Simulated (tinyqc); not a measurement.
From results back to parameters: defect, radiative and Auger recombination at equal electron and hole densities (ABC model). Five cases, with inputs chosen for the exercise.

Problem. The peak efficiency, the current at the peak and the differential lifetime there, tau_p = 1/(Ae + 2 B n_p + 3 C n_p^2), are given; Ae, B and C are hidden. n_p = sqrt(Ae/C), Q = B/sqrt(Ae C), IQE_max = Q/(Q + 2).

J/(e d) = Ae n + B n^2 + C n^3 with Ae = A + 4 S/w (four side walls, carriers spread evenly), e = 1.602176634e-19 C, lengths in cm; internal efficiency IQE = B n^2/(Ae n + B n^2 + C n^3); all injected carriers recombine in the layer.

Case 1.

Values chosen (out of a larger set: orders of magnitude like those quoted for InP; not measured data): d = 170 nm (active thickness).

IQE_max = 0.871958
J at the peak = 35138.0 A/cm^2
tau_p = 0.375248 ns

Case 2.

Values chosen (out of a larger set: orders of magnitude like those quoted for InP; not measured data): d = 90 nm (active thickness).

IQE_max = 0.958669
J at the peak = 5021.92 A/cm^2
tau_p = 0.855622 ns

Case 3.

Values chosen (out of a larger set: orders of magnitude like those quoted for GaN; not measured data): d = 2 nm (active thickness).

IQE_max = 0.266699
J at the peak = 24.9197 A/cm^2
tau_p = 6.54733 ns

Case 4.

Values chosen (out of a larger set: orders of magnitude like those quoted for InGaAs; not measured data): d = 57 nm (active thickness).

IQE_max = 0.655994
J at the peak = 151.871 A/cm^2
tau_p = 2.86672 ns

Case 5.

Values chosen (out of a larger set: orders of magnitude like those quoted for GaAs; not measured data): d = 52 nm (active thickness).

IQE_max = 0.959250
J at the peak = 363.953 A/cm^2
tau_p = 1.85229 ns

Find: Q; Ae; n_p; B; C.

Solution. Q = 2 IQE/(1 - IQE). At the peak B n = Q Ae and C n^2 = Ae, so 1/tau_p = Ae (4 + 2Q) and J = e d Ae n_p (2 + Q); B and C follow.

Case 1.

Q = 13.6
Ae = 8.53e+07 1/s
n_p = 9.68e+18 1/cm^3
B = 1.2e-10 cm^3/s
C = 9.1e-31 cm^6/s

Case 2.

Q = 46.4
Ae = 1.21e+07 1/s
n_p = 5.96e+18 1/cm^3
B = 9.4e-11 cm^3/s
C = 3.4e-31 cm^6/s

Case 3.

Q = 0.727
Ae = 2.80e+07 1/s
n_p = 1.02e+19 1/cm^3
B = 2.0e-12 cm^3/s
C = 2.7e-31 cm^6/s

Case 4.

Q = 3.81
Ae = 3.00e+07 1/s
n_p = 9.53e+17 1/cm^3
B = 1.2e-10 cm^3/s
C = 3.3e-29 cm^6/s

Case 5.

Q = 47.1
Ae = 5.50e+06 1/s
n_p = 1.62e+18 1/cm^3
B = 1.6e-10 cm^3/s
C = 2.1e-30 cm^6/s

Computed by tinyqc, one run a case: `OMP_NUM_THREADS=1 python tinyqc.py N N+1 out.jsonl` with N = 1682539, 1682602, 1682618, 1682640, 1682667; one thread of a shared Intel(R) Xeon(R) Processor @ 2.30GHz, about 0.01 s a run at most.
